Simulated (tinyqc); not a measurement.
Worked calculation: Wannier function of the lower band of a two-orbital chain. Values are carried at full precision from step to step, so a last printed digit may differ when a step is redone from the rounded ones.

H(k) = [[-d/2 - 2 ta cos k, -t1 - t2 exp(-ik)], [-t1 - t2 exp(ik), d/2 - 2 tb cos k]], k in 1/a, Bloch sums with exp(ikR) and without the positions inside the cell. Mesh k_j = 2 pi j/N. Projection gauge: each lower eigenvector u is multiplied by the phase that makes <trial|u> real and positive (the one-band case of Loewdin orthogonalisation). Wannier amplitudes w(R) = (1/N) sum_k exp(ikR) u(k); hoppings H(R) = (1/N) sum_k exp(-ikR) E(k).

Parameters, chosen for this exercise:
```
symbol  value  unit      meaning
d       -0.92  eV        A at -d/2, B at +d/2
t1      1.08   eV        A-B in the cell
t2      0.46   eV        B to A of the next cell
ta      -0.2   eV        A-A between cells
tb      0.1    eV        B-B between cells
N       6                k points
th      45     degrees   trial orbital cos(th) A + sin(th) B in cell 0
xb      0.45   a         position of B (A at 0)
a       5.3    angstrom  period
kq      2.23   1/a       point off the mesh
```

## Bloch states in the projection gauge

Diagonalise at each mesh point and fix the phase.

Mesh:
```
j  E lower (eV)  E upper (eV)               u_A               u_B  |<trial|u>|
0       -1.6173        1.8173           0.52794           0.84928       0.9738
1       -1.4490        1.5490  0.53582-0.09707i  0.83310+0.09707i       0.9680
2       -1.0386        0.9386  0.56691-0.14774i  0.79684+0.14774i       0.9643
3       -0.7403        0.5403           0.61242           0.79053       0.9920
4       -1.0386        0.9386  0.56691+0.14774i  0.79684-0.14774i       0.9643
5       -1.4490        1.5490  0.53582+0.09707i  0.83310-0.09707i       0.9680
```

The projection is smallest at j = 2 and 4 (0.9643); the gauge is smooth as long as it stays away from zero.

## The Wannier function

w(R) = (1/N) sum_j exp(2 pi i j R/N) u_j, for the N cells nearest the origin; it is real.

Amplitudes:
```
R      on A     on B
-2   0.0209  -0.0130
-1  -0.0899   0.0865
0    0.5576   0.8166
1    0.0514  -0.0548
2   -0.0084   0.0163
3   -0.0037  -0.0023
```

norm = 1.0000

Cell 0 holds 97.8 % of the weight.

## Centre and spread in real space

Point-like orbitals at R (A) and R + xb (B): centre <x>, spread <x^2> - <x>^2.

centre in units of a = 0.295
centre in angstrom = 1.561
spread = 2.016 angstrom^2

## The same from overlaps (Marzari-Vanderbilt)

b = 2 pi/N; M_j = u_j^+ diag(1, exp(-i b xb)) u_(j+1), with u_N = u_0. Centre = -(1/2 pi) sum arg M_j; gauge-invariant part Omega_I = (1/(N b^2)) sum (1 - |M_j|^2); gauge-dependent part Omega_D = (1/(N b^2)) sum (arg M_j + b centre)^2.

Overlaps:
```
j   |M_j|  arg M_j (rad)
0  0.9966        -0.3047
1  0.9871        -0.2995
2  0.9064        -0.3368
3  0.9064        -0.3368
4  0.9871        -0.2995
5  0.9966        -0.3047
```

centre from overlaps = 0.300 a
Omega_I = 0.0641 a^2
Omega_D = 0.0002 a^2

The centre is the Berry phase over 2 pi and does not depend on the trial orbital (modulo a). Omega_D is 0.4 % of the total; in one dimension a gauge that spreads the phase evenly removes it. The total is 0.0643 a^2, against 0.0736 a^2 (centre 0.294 a) in real space on 96 cells.

## Hoppings and interpolation

H(R) = (1/N) sum_j E_j cos(2 pi j R/N) for R = 0 to N/2. Interpolation: E(k) = H(0) + 2 sum H(R) cos(kR), the term R = N/2 of an even mesh counted once.

H(0), H(1), ... (eV): [-1.2221, -0.2146, 0.0217, -0.0094]

interpolated E(kq) = -0.9787 eV

The exact value is -0.9809 eV; the interpolation is off by +2.2 meV. Though the chain has short hoppings, the single band has longer ones, made by paths through the other orbital, which the tails of the Wannier function carry.

## Checks

- Centre from overlaps against the real-space centre on 200 points: both 0.2944.
- Omega_I + Omega_D against the real-space spread on 200 points: both 0.0736.

tinyqc: `OMP_NUM_THREADS=1 python tinyqc.py 1451898 1451899 out.jsonl`; about 0.1 s, one thread, shared Intel(R) Xeon(R) Processor @ 2.30GHz.
